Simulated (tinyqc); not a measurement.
# A clean chain and dephasing by Buettiker voltage probes, step by step

Computed by the program tinyqc: `OMP_NUM_THREADS=1 python tinyqc.py 2700112 2700113 out.jsonl`, one thread of a shared Intel Xeon 2.30GHz, about 0.01 s for the whole run. Printed values are rounded.

Sites 1 to 6 form a chain with hopping -t. Lead L joins site 1 and lead R site 6, both semi-infinite chains with hopping -t and site energy 0. Every site carries a probe with self-energy -i Gamma_p/2 that draws no net current. Linear response at zero temperature: mu_L = 1, mu_R = 0 in units of the bias.

Values chosen for this exercise:
```
symbol,value,unit,meaning
t,1,eV,hopping (matrix element -t)
U,"[0, 0, 0, 0, 0, 0]",eV,site energies 1 to N
E,-0.1,eV,Fermi energy
gp,0.24,eV,probe broadening Gamma_p
```

Constants: q = 1.602176634e-19 C, h = 6.62607015e-34 J s. Results are converted to the units shown.

## Green function

Sigma = t^2 g(E), g(x) = (x - i sqrt(4 t^2 - x^2))/(2 t^2) for |x| < 2 t and (x - sign(x) sqrt(x^2 - 4 t^2))/(2 t^2) otherwise; Gamma = -2 Im Sigma; G = (E - H - Sigma_L - Sigma_R + i Gamma_p/2)^(-1).

Sigma = -0.050000-0.998749i eV
Gamma = 1.99750 eV

G (1/eV):
```
	1	2	3	4	5	6
1	-0.004546-0.491835i	0.449532-0.019506i	0.047159+0.435941i	-0.392503+0.057441i	-0.079516-0.383097i	0.338580-0.086208i
2	0.449532-0.019506i	0.000655-0.503889i	0.490067-0.030962i	0.044636+0.441985i	-0.432565+0.069804i	-0.079516-0.383097i
3	0.047159+0.435941i	0.490067-0.030962i	-0.001868-0.497845i	0.450005-0.018598i	0.044636+0.441985i	-0.392503+0.057441i
4	-0.392503+0.057441i	0.044636+0.441985i	0.450005-0.018598i	-0.001868-0.497845i	0.490067-0.030962i	0.047159+0.435941i
5	-0.079516-0.383097i	-0.432565+0.069804i	0.044636+0.441985i	0.490067-0.030962i	0.000655-0.503889i	0.449532-0.019506i
6	0.338580-0.086208i	-0.079516-0.383097i	-0.392503+0.057441i	0.047159+0.435941i	0.449532-0.019506i	-0.004546-0.491835i
```

## Transmissions between terminals

With Gamma the broadening by one lead, T_RL = Gamma^2 |G_(6,1)|^2, T_pL = Gamma Gamma_p |G_(p,1)|^2, T_pR = Gamma Gamma_p |G_(p,6)|^2, T_pq = Gamma_p^2 |G_(p,q)|^2 for p != q.

T_RL = 0.487053

```
probe	T_pL	T_pR
1	0.115978	0.058520
2	0.097059	0.073389
3	0.092173	0.075437
4	0.075437	0.092173
5	0.073389	0.097059
6	0.058520	0.115978
```

T_pq:
```
	1	2	3	4	5	6
1	0.0000000	0.0116617	0.0110747	0.0090638	0.0088177	0.0070311
2	0.0116617	0.0000000	0.0138887	0.0113670	0.0110583	0.0088177
3	0.0110747	0.0138887	0.0000000	0.0116842	0.0113670	0.0090638
4	0.0090638	0.0113670	0.0116842	0.0000000	0.0138887	0.0110747
5	0.0088177	0.0110583	0.0113670	0.0138887	0.0000000	0.0116617
6	0.0070311	0.0088177	0.0090638	0.0110747	0.0116617	0.0000000
```

## Probe potentials and effective transmission

No current into probe p: W mu = T_pL with W_pp = T_pL + T_pR + sum_q T_pq and W_pq = -T_pq. Then T_eff = T_RL + sum_p T_pR mu_p, and the resistance is (h/2q^2)/T_eff.

W:
```
	1	2	3	4	5	6
1	0.222146	-0.011662	-0.011075	-0.009064	-0.008818	-0.007031
2	-0.011662	0.227242	-0.013889	-0.011367	-0.011058	-0.008818
3	-0.011075	-0.013889	0.224689	-0.011684	-0.011367	-0.009064
4	-0.009064	-0.011367	-0.011684	0.224689	-0.013889	-0.011075
5	-0.008818	-0.011058	-0.011367	-0.013889	0.227242	-0.011662
6	-0.007031	-0.008818	-0.009064	-0.011075	-0.011662	0.222146
```

mu_p, probe 1 to 6: 0.626322  0.551563  0.537026  0.462974  0.448437  0.373678
T_eff = 0.734233
resistance = 17.5781 kohm

Without probes the transmission is 1.000. With them, 66.3 % of the current crosses without entering a probe.

## Current at both leads

In units of (2 q^2/h) times the bias, T_RL + sum_p T_pL (1 - mu_p) leaves L and T_RL + sum_p T_pR mu_p enters R.

current leaving L = 0.734233
current entering R = 0.734233

The two are equal: the probes conserve the current.
